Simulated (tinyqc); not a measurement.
From results back to parameters: density of states of one tight-binding band on the simple cubic lattice. Two cases, with inputs chosen for the exercise.

Problem. For E(k) = -2 t (c1 + c2 + c3) - 4 t2 (c1 c2 + c2 c3 + c3 c1), ci = cos(2 pi ki), two differences between symmetry points are known: Gamma = (0, 0, 0), X = (1/2, 0, 0), M = (1/2, 1/2, 0), R = (1/2, 1/2, 1/2).

Case 1.

E(X) - E(Gamma) = 7.8400 eV
E(M) - E(X) = 5.7600 eV

Case 2.

E(X) - E(Gamma) = 2.9600 eV
E(M) - E(X) = 2.6400 eV

Find: t; t2; E(R) - E(M).

Solution. E(Gamma) = -6t - 12 t2, E(X) = -2t + 4 t2, E(M) = 2t + 4 t2, E(R) = 6t - 12 t2.

Case 1.

t = 1.440 eV
t2 = 0.130 eV
E(R) - E(M) = 3.680 eV

Case 2.

t = 0.660 eV
t2 = 0.020 eV
E(R) - E(M) = 2.320 eV

Computed by tinyqc, one run a case: `OMP_NUM_THREADS=1 python tinyqc.py N N+1 out.jsonl` with N = 1650518, 1650551; one thread of a shared Intel(R) Xeon(R) Processor @ 2.30GHz, about 0.2 s a run at most.
